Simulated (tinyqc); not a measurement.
From results back to parameters: Weaire-Thorpe hybrids on a Bethe lattice: gap and dangling bond of an amorphous tetrahedral solid. Four cases, with inputs chosen for the exercise.

Problem. In the Weaire-Thorpe model the two p-like peaks lie at -V2 + V1 and V2 + V1, and the guaranteed gap is 2 V2 - 4 V1. The peak positions come from hidden V1 and V2.

Find: V1, V2; guaranteed gap; lowest possible level -3 V1 - V2.

Method. The mean of the peaks is V1 and half their distance V2.

Case 1.

peaks (eV): bonding -2.720, antibonding 6.260

Solution.

V1, V2 (eV): 1.77  4.49

guaranteed gap = 1.90 eV
lowest possible level -3 V1 - V2 = -9.80 eV

Case 2.

peaks (eV): bonding -2.460, antibonding 6.000

Solution.

V1, V2 (eV): 1.77  4.23

guaranteed gap = 1.38 eV
lowest possible level -3 V1 - V2 = -9.54 eV

Case 3.

peaks (eV): bonding -2.540, antibonding 6.120

Solution.

V1, V2 (eV): 1.79  4.33

guaranteed gap = 1.50 eV
lowest possible level -3 V1 - V2 = -9.70 eV

Case 4.

peaks (eV): bonding -2.470, antibonding 6.150

Solution.

V1, V2 (eV): 1.84  4.31

guaranteed gap = 1.26 eV
lowest possible level -3 V1 - V2 = -9.83 eV

Computed by tinyqc, one run a case: `OMP_NUM_THREADS=1 python tinyqc.py N N+1 out.jsonl` with N = 1482531, 1482556, 1482637, 1482643; one thread of a shared Intel(R) Xeon(R) Processor @ 2.30GHz, about 0.05 s a run at most.
